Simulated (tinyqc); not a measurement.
When the interface binds a state: heterojunction of two tight-binding chains.

Left chain: hopping -t1, sites at 2 t1 (band bottom 0). Right chain: hopping -t2, sites at dE + 2 t2 (bottom dE). t = c/(m a^2), c = hbar^2/2m0. The bond across the interface is -tc with tc = f sqrt(t1 t2), and the last left site has the extra energy U. In a chain E = bottom + 2t (1 - cos(ka)); the surface Green function of a half chain is g = -exp(ika)/t, with Im k > 0 where cos(ka) > 1.

Constants: hbar^2/2m0 = 3.80998211 eV angstrom^2.

Values chosen for the exercise (masses and offset of the size met at GaAs / AlGaAs; shifted at random, so the results belong to these values and not to a real crystal):
- a = 4 angstrom (site spacing)
- m1 = 0.069 m0 (mass on the left)
- m2 = 0.086 m0 (mass on the right)
- dE = 0.24 eV (band offset)
- f = 1 (factor on the interface hopping)

A state below both bands solves E - 2 t1 - U - S1(E) - S2(E) = 0 for E < 0, with S1 = -t1 z1, S2 = -(tc^2/t2) z2 and |z| < 1 the decaying root of z + 1/z = 2 - (E - bottom)/t. Decay lengths -a/ln|z|. The threshold is the U that solves the equation at E = 0. A dash: no bound state.

Interface state:

| U (eV) | E (eV) | decay left (angstrom) | decay right (angstrom) |
|---|---|---|---|
| -0.26 | - | - | - |
| -0.53 | - | - | - |
| -0.79 | - | - | - |
| -0.97 | -0.0022 | 156.9 | 13.6 |
| -1.14 | -0.0155 | 59.8 | 13.2 |
| -1.40 | -0.0514 | 32.8 | 12.4 |
| -1.75 | -0.1208 | 21.4 | 11.1 |
| -2.63 | -0.3756 | 12.2 | 8.6 |

threshold U = -0.8774 eV

What does the comparison show, and why?

The step pushes the state out, so an attraction must exceed 0.8774 eV to bind; 5 of the 8 rows are bound. At U = -2.63 eV the state decays over 12.2 angstrom to the left and 8.6 to the right, where the band lies higher.

Run: tinyqc, `OMP_NUM_THREADS=1 python tinyqc.py 1481716 1481717 out.jsonl`; Intel(R) Xeon(R) Processor @ 2.30GHz, one thread, shared host; about 0.01 s of CPU time with all checks.
